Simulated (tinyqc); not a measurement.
Interpolating the pair or each band alone: Wannier functions of a composite (isolated) pair of valence bands (bonds of an sp chain).

Each atom has a hybrid pointing left (<) and right (>). H(k): diagonal +V3 on A, -V3 on B; <A<|A>> = -V1a, <B<|B>> = -V1b, <A>|B<> = -V2, <B>|A<> = -V2p exp(ik); k in 1/a, Bloch sums with exp(ikR). The two lowest bands are filled. Trial functions in cell 0: g1 = cos(c) A> + sin(c) B<, and g2 = sin(c) B> + cos(c) A< of cell 1, whose Bloch vector has cos(c) exp(-ik) on A<. Projection A_mn = <psi_m|g_n>, S = A^+ A, Loewdin U = A S^(-1/2), Bloch-like states w_n = sum_m psi_m U_mn, H_W(k) = U^+ diag(E) U. P = sum_m |psi_m><psi_m| is free of phase choices, and S = g^+ P g, w = P g S^(-1/2).

Parameters, chosen for this exercise:
- V2 = 2.65 eV (coupling in the bond A-B inside the cell)
- V2p = 4.8 eV (coupling in the bond to the next cell)
- V1a = 1.21 eV (coupling of the two hybrids on A)
- V1b = 1.54 eV (the same on B)
- V3 = 0 eV (A at +V3, B at -V3)
- c = 45 degrees (trial bonds cos(c) on A, sin(c) on B)

Largest error on 25 points from 0 to pi. Pair: diagonalise the Hermitian part of sum_R exp(ikR) H(R) over the N cells nearest the origin, with H(R) the mean of exp(-ikR) H_W(k) on the mesh k = 2 pi j/N. Alone: the cosine series of each sorted band on the same mesh.

Errors (meV):

| N | pair | each band alone |
|---|---|---|
| 3 | 13.02833 | 27.76048 |
| 4 | 3.35575 | 3.41426 |
| 5 | 0.93754 | 4.45923 |
| 6 | 0.24050 | 0.32327 |
| 8 | 0.02058 | 0.06097 |
| 10 | 0.00207 | 0.00697 |
| 14 | 0.00003 | 0.00018 |

smallest spacing of the two filled bands = 2.1752 eV

At N = 6 the pair errs by 0.24 meV and the single bands by 0.32; at N = 10, 0.0021 against 0.0070. Both fall exponentially: the pair at a rate tied to the gap to the empty bands (3.97 eV), the single bands at a slower one tied to their own spacing (2.175 eV at the closest). Not every column falls at every step, since even meshes hold k = pi and odd ones do not.

Program tinyqc; command `OMP_NUM_THREADS=1 python tinyqc.py 1481889 1481890 out.jsonl`; about 0.2 s on one thread of a shared Intel(R) Xeon(R) Processor @ 2.30GHz.
